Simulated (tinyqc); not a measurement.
Inside a calculation. Model: frequency dispersion of an accumulation capacitance by border traps, distributed model.

Program tinyqc, `OMP_NUM_THREADS=1 python tinyqc.py 2202108 2202109 out.jsonl`; Intel Xeon 2.30GHz, shared host, one thread, about 0.4 s. Printed values are rounded.

Traps spread evenly through the insulator exchange electrons with the semiconductor by tunnelling, with tau(x) = t0 exp(2 ka x) at depth x from the interface. The admittance per area Y seen at depth x obeys dY/dx = -Y^2/(i w eps0 eox) + q Nb ln(1 + i w tau)/tau, with Y(0) = i w Cs and w = 2 pi f; the gate sees Y(tox) = G + i w C. Working variable y = Y/(i w), in uF/cm^2. Cox = eps0 eox/tox.

Parameters, values chosen for the exercise; permittivity close to that of silicon dioxide:
- eox = 4.01 (relative permittivity of the insulator)
- tox = 5.6 nm (insulator thickness)
- Cs = 0.54 uF/cm^2 (semiconductor capacitance in accumulation)
- Nb = 3.1e19 cm^-3 eV^-1 (density of border traps)
- ka = 5.7 1/nm (decay constant of the wave function in the insulator)
- t0 = 5e-11 s (time constant of a trap at the interface)
- f = 10000 Hz (frequency)
- xe = 1.6 nm (depth down to which the steps are taken)

Constants: q = 1.602176634e-19 C, eps0 = 8.8541878128e-14 F/cm where lengths are in cm. Results are converted to the units shown.

## Scales and lumped estimate

Cox; trap-free value 1/(1/Cox + 1/Cs); response depth d = ln(1/(w t0))/(2 ka), where w tau = 1; lumped estimate: all traps within d act as C_bt = q Nb d placed at d/2, so C = 1/{1/[1/(1/Cs + d/(2 eps0 eox)) + C_bt] + (tox - d/2)/(eps0 eox)}.

Cox = 0.634023 uF/cm^2
trap-free C = 0.291623 uF/cm^2
d = 1.11147 nm
C_bt = 0.552040 uF/cm^2
lumped C = 0.421385 uF/cm^2

The traps within reach amount to 1.02 Cs and lie in the first 19.8 % of the insulator.

## Midpoint steps through the active depth

In terms of y: dy/dx = -y^2/(eps0 eox) + s(x), s = q Nb ln(1 + z)/z, z = i w tau. 8 midpoint steps of h = xe/8: y_half = y + (h/2) y'(x, y), y(new) = y + h y'(x + h/2, y_half).

```
point  x (nm)    s (uF/(cm^2 nm))         y (uF/cm^2)
0           0  0.496675-0.000001i  0.540000+0.000000i
1         0.2  0.496675-0.000008i  0.620290+0.000000i
2         0.4  0.496675-0.000075i  0.695154-0.000005i
3         0.6  0.496673-0.000729i  0.764371-0.000051i
4         0.8  0.496538-0.007125i  0.827870-0.000496i
5           1  0.484221-0.067079i  0.885450-0.004821i
6         1.2  0.221096-0.194001i  0.920163-0.035978i
7         1.4  0.028397-0.060921i  0.889652-0.055407i
8         1.6  0.002968-0.010548i  0.849029-0.054895i
```

## Capacitance and conductance at the gate

y at xe = 0.849029-0.054895i uF/cm^2

Beyond xe the traps are ignored, so 1/y(tox) = 1/y(xe) + (tox - xe)/(eps0 eox); C = Re y, G/w = -Im y, loss tangent G/(w C).

y at the gate = 0.434404-0.014326i uF/cm^2
C = 0.434404 uF/cm^2
G/w = 0.0143265 uF/cm^2
loss tangent = 0.0329796

A fine integration over the whole insulator gives C = 0.43470 and G/w = 0.01465 uF/cm^2; the coarse G/w is 2.2 % below that. The fine C is 49 % above the trap-free value, and the lumped estimate is 3.1 % below the fine result.
